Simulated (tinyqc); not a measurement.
From results back to parameters: two-dimensional electron gas with Rashba and Dresselhaus coupling.

Problem. For pure Rashba coupling above the band crossing, k_outer - k_inner = al m/c with c = hbar^2/2m0, and each branch holds k^2/(4 pi) electrons per area. Beating of Shubnikov-de Haas oscillations gives the two densities; those below come from a hidden al (1e11/cm^2 = 1e-5/angstrom^2).

Constants: hbar^2/2m0 = 3.80998211 eV angstrom^2.

Values chosen for the exercise (out of a larger set: of the size met in GaN; not measured data): m = 0.237 m0 (mass).

densities (1e11/cm^2): outer 3.665275, inner 3.534725

Find: k_outer, k_inner; al.

Solution. k = sqrt(4 pi n) for each branch, and al = c (k_outer - k_inner)/m.

k_outer, k_inner (1/angstrom): 0.02146  0.02108

al = 0.00620 eV angstrom

Computed by tinyqc, a small Python program: `OMP_NUM_THREADS=1 python tinyqc.py 1450770 1450771 out.jsonl` (the numbers bound the seed that draws the inputs); one thread of a shared host (Intel(R) Xeon(R) Processor @ 2.30GHz), about 0.01 s for the whole set of steps.
